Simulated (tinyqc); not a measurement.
Vacuum evaporation: vapour pressure, source flux, thickness distribution, purity and step coverage: one step, computed by the program tinyqc. Command: `OMP_NUM_THREADS=1 python tinyqc.py 3113330 3113331 out.jsonl evap walk`. One thread of a shared host (Intel(R) Xeon(R) Processor @ 2.30GHz), about 0.01 s of CPU time with the checks.

Molecular flow, unit sticking of the metal, no re-evaporation. The background gas is taken as water vapour (18.015 g/mol, collision diameter 0.37 nm) at 300 K.

Question. Rate and uniformity on a fixed wafer above the source. A small source emits (n + 1) Phi area cos^n(phi)/(2 pi) per solid angle; on a parallel plane at height h and lateral distance l the arrival rate is (n + 1) Phi area/(2 pi h^2) x (1 + (l/h)^2)^(-(n + 3)/2). Growth rate = arrival rate x m/rho, m = M u. The wafer is fixed and centred above the source.

Inputs (values chosen for the exercise, modelled on aluminium, with constants for the liquid):

| quantity | value | unit |
|---|---|---|
| molar mass M | 26.98 | g/mol |
| film density rho | 2.7 | g/cm^3 |
| source temperature T | 1550 | K |
| source area | 6.7 | cm^2 |
| directionality n | 1 | - |
| source-to-wafer distance h | 61 | cm |
| wafer radius R | 5 | cm |

flux Phi = 3.331484e+18 1/(cm^2 s)

Constants: u = 1.6605390666e-27 kg.

Give: arrival rate at the centre; growth rate at the centre; edge over centre; non-uniformity (max - min)/(max + min); share of the material that lands on the wafer, 1 - (1 + (R/h)^2)^(-(n + 1)/2).

Answer.

arrival rate at the centre = 1.909e+15 1/(cm^2 s)

growth rate at the centre = 0.3168 nm/s

edge over centre = 0.9867

non-uniformity (max - min)/(max + min) = 0.6696 %

share of the material that lands on the wafer, 1 - (1 + (R/h)^2)^(-(n + 1)/2) = 0.6674 %
